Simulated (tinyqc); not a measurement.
Biaxially strained (001) channel, valley splitting in an inversion layer: one step of the calculation.

A thin layer grown on a relaxed buffer is stretched in the plane. The two valleys with their long axis along the growth direction (D2) sink against the four in-plane ones (D4); confinement in a triangular well splits them too. Only the lowest subband of each set is kept; one relaxation time, so the weakening of intervalley scattering is left out.

Task. Fermi level by Newton steps. f = N2 ln(1 + exp((EF - E2)/Vt)) + N4 ln(1 + exp((EF - E4)/Vt)) - Ns, f' = [N2/(1 + exp((E2 - EF)/Vt)) + N4/(1 + exp((E4 - EF)/Vt))]/Vt, EF(new) = EF - f/f'.

Values chosen for this exercise: temperature T = 400 K; inversion density Ns = 2.5e12 cm^-2.

Constants: q = 1.602176634e-19 C, kB = 1.380649e-23 J/K, Vt = kB T/q. Results are converted to the units shown.

EF after iteration 1 = 0.12347621 eV
E2 = 0.14087427 eV
E4 = 0.29290645 eV
N2 = 5.3564002e12 cm^-2
N4 = 2.3604261e13 cm^-2

Wanted: f; f'; EF after iteration 2.

Result.

f = 2.0223e11 cm^-2
f' = 6.3480e13 cm^-2/eV
EF after iteration 2 = 0.12029 eV

Program tinyqc, `OMP_NUM_THREADS=1 python tinyqc.py 2530109 2530110 out.jsonl`; Intel Xeon 2.30GHz, shared host, one thread, about 0.01 s.
